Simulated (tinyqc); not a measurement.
MOS structure on a p-type body with a doping step (retrograde), non-linear Poisson equation by Newton steps: one step of the calculation.

One dimension, insulator interface at x = 0, acceptor density N1 for x < x1 and Na beyond, net doping C = -(acceptor density). psi is counted from the intrinsic level: n = ni exp((psi - Vb)/Vt), p = ni exp(-psi/Vt); deep in the body psi_b = -Vt ln(Na/ni). The gate acts through Cox = eps0 eox/tox and has the potential psi_G = Vg - (phiM - chi - Vt ln(Nc/ni)). Boltzmann statistics, full ionisation, classical densities, no oxide or interface charge.

Task. Scales and end potentials. ni = sqrt(Nc Nv) exp(-Eg/(2 Vt)), Eg in volts; Cox, psi_G and psi_b as defined.

Values chosen for this exercise; band and dielectric values close to those of silicon: temperature T = 350 K; band gap Eg = 1.12 eV; conduction-band density of states at T Nc = 3.59e19 cm^-3; valence-band density of states at T Nv = 3.3e19 cm^-3; electron affinity chi = 4.08 eV; acceptor density deep in the body Na = 8.8e15 cm^-3; relative permittivity of the gate insulator (close to silicon nitride) eox = 7.7; insulator thickness tox = 3.4 nm; gate work function phiM = 4.22 eV; gate voltage against the body Vg = -0.41 V.

Constants: q = 1.602176634e-19 C, kB = 1.380649e-23 J/K, Vt = kB T/q, eps0 = 8.8541878128e-14 F/cm where lengths are in cm. Results are converted to the units shown.

Give: ni; Cox; psi_G; psi_b.

Result.

ni = 2.973e11 cm^-3
Cox = 2.005 uF/cm^2
psi_G = 0.01127 V
psi_b = -0.3105 V

Computed by the program tinyqc: `OMP_NUM_THREADS=1 python tinyqc.py 2080166 2080167 out.jsonl`, one thread of a shared Intel Xeon 2.30GHz, about 0.4 s for the whole run.
